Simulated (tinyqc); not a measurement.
# Thermal resistances of a two-die stack

Problem. Heat leaves through the lower die only, and the system is linear. Find the resistance R1 from the lower die to the coolant, R2 between the dies, and the rise of the upper die when both are powered.

Parameters, values chosen for the exercise: power of the lower die P1 = 48 W; power of the upper die P2 = 8.7 W.

rises of the lower and upper die with only the lower one powered (K): 25.92  25.92
rises of the lower and upper die with only the upper one powered (K): 4.698  8.787

Solution. With only the lower die powered no heat crosses R2, so both dies rise by P1 R1; the difference in the second test is P2 R2; rises add.

R1 = 0.5400 K/W
R2 = 0.4700 K/W
rise of the upper die = 34.71 K

Computed by the program tinyqc: `OMP_NUM_THREADS=1 python tinyqc.py 2162135 2162136 out.jsonl`, one thread of a shared Intel Xeon 2.30GHz, about 0.04 s for the whole run.
